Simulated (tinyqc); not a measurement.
Hall effect and magnetoresistance of several carrier groups with constant relaxation times. From one set of inputs to another, one input at a time. Computed by tinyqc, a small Python program. Command: `OMP_NUM_THREADS=1 python tinyqc.py 3028638 3028639 out.jsonl hall2 ladder`. One thread of a shared host (Intel(R) Xeon(R) Processor @ 2.30GHz), about 0.01 s of CPU time with the checks.

Group 1 has charge -e and group 2 charge +e; s_i is that sign. B lies along z; mu B is formed with mu in m^2/(V s).

The inputs printed are set A. Inputs not listed in the table keep their values of set A, so the rows need not describe a real material.

Inputs (values chosen for the exercise, for a model conductor):

| quantity | value | unit |
|---|---|---|
| density n1 | 1.6e+16 | 1/cm^3 |
| mobility mu1 | 45000 | cm^2/(V s) |
| density n2 | 1.1e+15 | 1/cm^3 |
| mobility mu2 | 7300 | cm^2/(V s) |
| magnetic field B | 1.8 | T |

Carriers: electrons and holes. Densities: per volume.

Constants: e = 1.602176634e-19 C.

Method. sigma_xx = sum n_i e mu_i/(1 + mu_i^2 B^2); sigma_xy = sum s_i n_i e mu_i^2 B/(1 + mu_i^2 B^2). rho_xx = sigma_xx/(sigma_xx^2 + sigma_xy^2); Hall coefficient R_H = sigma_xy/(B (sigma_xx^2 + sigma_xy^2)), with B in V s/cm^2 (1 T = 1e-4 V s/cm^2); magnetoresistance MR = rho_xx(B)/rho_xx(0) - 1. Apparent density 1/(e |R_H|); Hall mobility |R_H|/rho_xx.

Each row keeps all changes above it:

| input moved | from | to | rho_xx (ohm cm) | magnetoresistance MR (%) | sigma at B = 0 (S/cm) |
|---|---|---|---|---|---|
| set A | - | - | 0.01194 | 39.226 | 116.64 |
| magnetic field B (T) | 1.8 | 0.65 | 0.00948 | 10.585 | 116.64 |
| mobility mu1 (cm^2/(V s)) | 45000 | 7700 | 0.04978 | 4.659 | 21.03 |
| density n2 (1/cm^3) | 1.1e+15 | 3.5e+15 | 0.04715 | 12.359 | 23.83 |
| density n1 (1/cm^3) | 1.6e+16 | 5.9e+15 | 0.10690 | 21.572 | 11.37 |
| mobility mu2 (cm^2/(V s)) | 7300 | 1500 | 0.12724 | 3.317 | 8.12 |

Which inputs carry the difference?

rho_xx goes from 0.0119 to 0.127, a factor 10.7 in all. The largest single move comes from mobility mu1 (a factor 5.25), and magnetic field B works against it (a factor 0.794). Magnetoresistance MR goes from 39.2 to 3.32, a factor 0.0846 in all. The largest single move comes from mobility mu2 (a factor 0.154), and density n2 works against it (a factor 2.65). sigma at B = 0 goes from 117 to 8.12, a factor 0.0696 in all. The largest single move comes from mobility mu1 (a factor 0.180). The single moves hold for this order of the switches; the total does not depend on the order.

Extremes, crossings and ranges named in words are read from the listed rows.
